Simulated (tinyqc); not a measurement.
# AlGaN/GaN HEMT with access regions, lumped model: what changes with what

A polarisation-induced electron sheet under a Schottky gate, in series with two ungated access regions and contacts. Drift law v = mu E/(1 + mu E/vs) under the gate. Currents in mA/mm, resistances in ohm mm. No self-heating, no channel-length modulation; fits for polarisation, barrier and offset are chosen for the exercise.

Inputs (values chosen for the exercise); values close to those of AlGaN/GaN structures:
```
symbol  value        unit                                               meaning
x        0.31                                    aluminium share of the barrier
d          18          nm                                     barrier thickness
eps_r     9.6                      relative permittivity of barrier and channel
mu       1300  cm^2/(V s)                                      channel mobility
vs      1.5e7        cm/s                                   saturation velocity
Lg        0.5          um                                           gate length
Ls          2          um                                  source access length
Ld          2          um                                   drain access length
Rc       0.29      ohm mm                            resistance of each contact
ft          0              share of the drain-access electrons removed by traps
Vg         -1           V                                          gate voltage
```

Constants: q = 1.602176634e-19 C, eps0 = 8.8541878128e-14 F/cm where lengths are in cm. Results are converted to the units shown.

Each table varies one quantity; the others keep the values above.

## Effect of the barrier thickness

sigma = (5e13 x + 1.6e13 x^2) cm^-2, phiB = 0.84 + 1.3 x, dEc = 0.7 (1.71 x + x^2) in volts, Cb = eps0 eps_r/d, VT = phiB - dEc - q sigma/Cb, access density n0 = -Cb VT/q. Access resistance R(L, n) = L/(q mu n sqrt(1 - (I/(q n vs))^2)); Rs = Rc + R(Ls, n0), Rd = Rc + R(Ld, (1 - ft) n0). Vg' = Vg - I Rs, Vd' = Vd - I (Rs + Rd); with u = Vg' - VT, Vc = vs Lg/mu and w the smaller of Vd' and Vc [sqrt(1 + 2 u/Vc) - 1] (0 if negative), the channel gives (mu Cb/Lg)(u w - w^2/2)/(1 + w/Vc). I equals that channel current. Isat is I at Vd = 10 V, gm = dIsat/dVg, Ron the limit of Vd/I at small Vd.

Result of one run:

| d (nm) | VT (V) | n0 (cm^-2) | Ron (ohm mm) | Isat (mA/mm) | gm (mS/mm) |
|---|---|---|---|---|---|
| 22 | -6.260 | 1.510e13 | 2.041 | 1343 | 292.6 |

What becomes of these results when the barrier thickness d is changed from 22 to 33 nm, all else the same?

Result of the changed run:

| d (nm) | VT (V) | n0 (cm^-2) | Ron (ohm mm) | Isat (mA/mm) | gm (mS/mm) |
|---|---|---|---|---|---|
| 33 | -9.793 | 1.574e13 | 1.970 | 1810 | 226.2 |

The whole series:

| d (nm) | VT (V) | n0 (cm^-2) | Ron (ohm mm) | Isat (mA/mm) | gm (mS/mm) |
|---|---|---|---|---|---|
| 8 | -1.764 | 1.170e13 | 2.695 | 213.4 | 375.1 |
| 11 | -2.728 | 1.316e13 | 2.328 | 529.3 | 384.6 |
| 14 | -3.691 | 1.399e13 | 2.188 | 803.2 | 361.6 |
| 18 | -4.976 | 1.467e13 | 2.094 | 1102 | 325.3 |
| 22 | -6.260 | 1.510e13 | 2.041 | 1343 | 292.6 |
| 27 | -7.866 | 1.546e13 | 2.000 | 1583 | 258.5 |
| 33 | -9.793 | 1.574e13 | 1.970 | 1810 | 226.2 |

As d goes from 8 to 33 nm, Ron falls from 2.69 to 1.97 ohm mm, Isat rises from 213 to 1810 mA/mm and gm goes from 375 through a maximum of 385 (at d = 11 nm among the rows listed) to 226 mS/mm. VT falls from -1.76 to -9.79 V. For d = 11 to 33 nm the power passes 5 W/mm, where self-heating, left out here, lowers the current. At d = 33 nm the barrier is thick and rich enough in aluminium to relax or crack.

## Effect of the gate voltage

Same model as above.

The same in every row: VT (V) = -4.976; n0 (cm^-2) = 1.467e13.

Effect of the gate voltage:

| Vg (V) | Ron (ohm mm) | Isat (mA/mm) | gm (mS/mm) |
|---|---|---|---|
| -4.6 | 4.056 | 44.84 | 186.2 |
| -3.7 | 2.528 | 263.3 | 277.3 |
| -2.9 | 2.282 | 497.5 | 304.8 |
| -2 | 2.163 | 779.3 | 319.4 |
| -1.1 | 2.100 | 1070 | 325.1 |
| -0.2 | 2.060 | 1363 | 324.3 |
| 0.6 | 2.036 | 1620 | 318.7 |
| 1.5 | 2.015 | 1902 | 306.6 |

What does the table show?

As Vg goes from -4.6 to 1.5 V, Ron falls from 4.06 to 2.02 ohm mm, Isat rises from 44.8 to 1900 mA/mm and gm goes from 186 through a maximum of 325 (at Vg = -1.1 V among the rows listed) to 307 mS/mm. The ceiling Cb vs is 708 mS/mm. For Vg = -2 to 1.5 V the power passes 5 W/mm, where self-heating, left out here, lowers the current. At Vg = 1.5 V Vg comes within 0.2 V of phiB or passes it, so at low drain current, as for Ron, the Schottky gate would conduct.

## Effect of the gate length

Same model as above.

The same in every row: VT (V) = -4.976; n0 (cm^-2) = 1.467e13.

Results:

| Lg (um) | Ron (ohm mm) | Isat (mA/mm) | gm (mS/mm) |
|---|---|---|---|
| 0.05 | 1.910 | 1443 | 366.0 |
| 0.09 | 1.926 | 1383 | 360.6 |
| 0.16 | 1.955 | 1309 | 352.7 |
| 0.52 | 2.103 | 1094 | 324.0 |
| 0.93 | 2.270 | 955.0 | 300.6 |
| 1.7 | 2.586 | 792.4 | 268.0 |
| 3 | 3.119 | 630.7 | 229.5 |

Estimate the missing row, Lg = 0.29 um.

Computed row:

| Lg (um) | Ron (ohm mm) | Isat (mA/mm) | gm (mS/mm) |
|---|---|---|---|
| 0.29 | 2.008 | 1211 | 340.8 |

With this row back in the table: As Lg goes from 0.05 to 3 um, Ron rises from 1.91 to 3.12 ohm mm, Isat falls from 1440 to 631 mA/mm and gm falls from 366 to 229 mS/mm. The ceiling Cb vs is 708 mS/mm. In every row the power passes 5 W/mm, where self-heating, left out here, lowers the current.

Program tinyqc, `OMP_NUM_THREADS=1 python tinyqc.py 2570152 2570153 out.jsonl`; Intel Xeon 2.30GHz, shared host, one thread, about 0.03 s.
